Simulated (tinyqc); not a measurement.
# One level coupled to a phonon between two leads, self-consistent Born approximation: effect of the coupling

Wide-band leads with mu_L = +V/2 and mu_R = -V/2; phonons in equilibrium, Nq = 1/(exp(w0/kB T) - 1). Scattering links only energies that differ by w0, so a ladder E_k = E1 + k w0 closes on itself; terms that reach past its ends are dropped. Gn and Gp are the electron and hole parts of the spectral function A = Gn + Gp.

|G|^2 = 1/[(E - ed)^2 + (GL + GR + Sin + Sout)^2/4], Gn = |G|^2 (GL fL + GR fR + Sin), Gp = |G|^2 (GL (1 - fL) + GR (1 - fR) + Sout), f = 1/(1 + exp((E - mu)/kB T)). Sin(E) = M^2 [(Nq + 1) Gn(E + w0) + Nq Gn(E - w0)], Sout(E) = M^2 [(Nq + 1) Gp(E - w0) + Nq Gp(E + w0)]. Spectral currents into the level: iL = GL [fL Gp - (1 - fL) Gn], iR = GR [fR Gp - (1 - fR) Gn]. Here E - ed is replaced by E - ed - R(E), with the real part R(E) = (1/2 pi) P int [Sin + Sout](y) dy/(E - y). The total for one spin is I = (q/h) times the integral of iL over all E (all ladders, each long enough that its ends do not matter); the power given to phonons is (1/h) times the integral of E (iL + iR).

Values chosen for this exercise:
- T = 150 K (temperature of leads and phonons)
- w0 = 50 meV (phonon energy)
- ed = -51 meV (level)
- GL = 38 meV (coupling to the left lead)
- GR = 33 meV (coupling to the right lead)
- V = 33 mV (bias)

Constants: q = 1.602176634e-19 C, kB = 1.380649e-23 J/K, h = 6.62607015e-34 J s, Vt = kB T/q. Results are converted to the units shown.

The same in every row: I without phonons (uA) = 0.4955.

Effect of the coupling:
```
M (meV),I (uA),ratio of the two,power to phonons (nW),share of I V (%)
2.5,0.4959,1.001,0.006002,0.03668
7.1,0.4984,1.006,0.04837,0.2941
11.7,0.5031,1.015,0.1310,0.7892
16.2,0.5098,1.029,0.2500,1.486
20.8,0.5181,1.046,0.4084,2.388
25.4,0.5277,1.065,0.5999,3.445
30,0.5378,1.085,0.8182,4.610
```

The ratio to the current without phonons rises from 1.00 to 1.09, and the power to phonons rises from 0.00600 to 0.818 nW, as M^(2.00) between the first two rows (lowest order gives 2). Phonons raise the current here: the level lies outside the bias window, and broadening, sidebands and the shift R bring weight into it.

Range of the model: The self-consistent Born approximation keeps only non-crossing phonon lines and no Hartree shift; it is rough once the coupling nears the phonon energy.

Computed by the program tinyqc: `OMP_NUM_THREADS=1 python tinyqc.py 2720012 2720013 out.jsonl`, one thread of a shared Intel Xeon 2.30GHz, about 0.06 s for the whole run.
